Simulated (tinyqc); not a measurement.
The integration grid: Kohn-Sham LDA (VWN5) on finer and finer grids in the sto-3g basis, for H4, spin multiplicity 1. Computed by the program tinyqc with PySCF. Command: `OMP_NUM_THREADS=1 python tinyqc.py 112864 112865 out.jsonl`; one thread of a shared host (Intel(R) Xeon(R) Processor @ 2.60GHz), about 3 s.

Geometry (angstrom):
```
atom,x,y,z
H,0.0000,0.0000,0.0000
H,0.0000,0.0000,1.0980
H,0.0000,0.0000,2.1240
H,0.0000,0.0000,3.2210
```

Self-consistent on each grid; the net force on the molecule should vanish.

Kohn-Sham energy on Becke grids (radial x angular points per atom):
```
grid,points,residual of the electron count,E (hartree),E - finest (mhartree),largest net force without grid terms (hartree/bohr)
10 x 14,542,2.66e-02,-2.13479,-3.72420,1.10e-06
15 x 26,1530,5.22e-03,-2.13477,-3.70441,1.75e-06
20 x 50,3962,3.32e-04,-2.13109,-0.02526,7.67e-08
30 x 86,10260,9.97e-05,-2.13107,-0.01304,5.48e-08
50 x 194,38702,-2.94e-08,-2.13106,-0.00005,4.68e-10
75 x 302,90448,7.50e-09,-2.13106,0.00000,8.73e-11
120 x 590,282586,1.54e-11,-2.13106,0.00000,2.60e-13
```

The energy is within 0.1 mhartree of the finest grid first at 20 x 50. The error has one sign here, though quadrature is not variational. The electron count and the net force are cheap signs of a poor grid.
